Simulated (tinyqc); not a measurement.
Oscillation of the Fermi level: Landau levels of massive Dirac electrons in two valleys.

H = hv (tau kx sx + ky sy) + (D/2) sz. Conduction levels E_N = sqrt(D^2/4 + 2N hv^2/l^2) - D/2 from the band edge; N = 1, 2, ... occur in both valleys, N = 0 in one valley only (its partner in the other valley lies at the valence edge). Each state is twofold in spin; spin splittings are left out, although in real dichalcogenides the spin-orbit splitting exceeds the level spacing and changes the filling sequence.

In a field B along z: l = 1/sqrt((e/hbar) B) is the magnetic length, n_B = B/(h/e) the number of states per area in one level, hbar wc = 2 muB B/m for mass m in m0; 1/angstrom^2 = 1e16/cm^2.

Level 0 takes 2 n_B electrons and each higher level 4 n_B. At zero temperature and without broadening EF sits in the partly filled level.

Constants: e/hbar = 1.519267448e-05 1/(T angstrom^2); h/e = 413566.7697 T angstrom^2; muB = 5.788381798e-05 eV/T.

Inputs chosen for the exercise (near those of a MoS2 monolayer; not measured data):

| symbol | value | unit | meaning |
|---|---|---|---|
| hv | 3.76 | eV angstrom | hbar v |
| D | 1.69 | eV | gap |
| n | 7.9 | x 1e11/cm^2 | electron sheet density |
| Bo | (1.51, 1.7, 1.96, 2.31, 2.8, 3.58, 4.93, 7.94, 20.4) | T | fields |

Fixed density, zero temperature, no broadening. At B = 0, EF = sqrt(D^2/4 + hv^2 pi n) - D/2.

Filling:

| B (T) | nu | partly filled level | EF (meV) | filled share |
|---|---|---|---|---|
| 1.51 | 21.64 | 5 | 1.92 | 0.91 |
| 1.70 | 19.22 | 5 | 2.16 | 0.30 |
| 1.96 | 16.67 | 4 | 1.99 | 0.67 |
| 2.31 | 14.14 | 4 | 2.35 | 0.04 |
| 2.80 | 11.67 | 3 | 2.13 | 0.42 |
| 3.58 | 9.13 | 2 | 1.82 | 0.78 |
| 4.93 | 6.63 | 2 | 2.50 | 0.16 |
| 7.94 | 4.11 | 1 | 2.02 | 0.53 |
| 20.4 | 1.60 | 0 | 0.00 | 0.80 |

EF at B = 0 = 2.07 meV

EF runs between 0.0 and 2.5 meV around its zero-field value of 2.1 meV. It follows a level while that level empties and falls to the next one down when nu passes a filled shell; the partly filled level changes 5 times in this table.

tinyqc: `OMP_NUM_THREADS=1 python tinyqc.py 1252297 1252298 out.jsonl`; about 0.01 s, one thread, shared Intel(R) Xeon(R) Processor @ 2.30GHz.
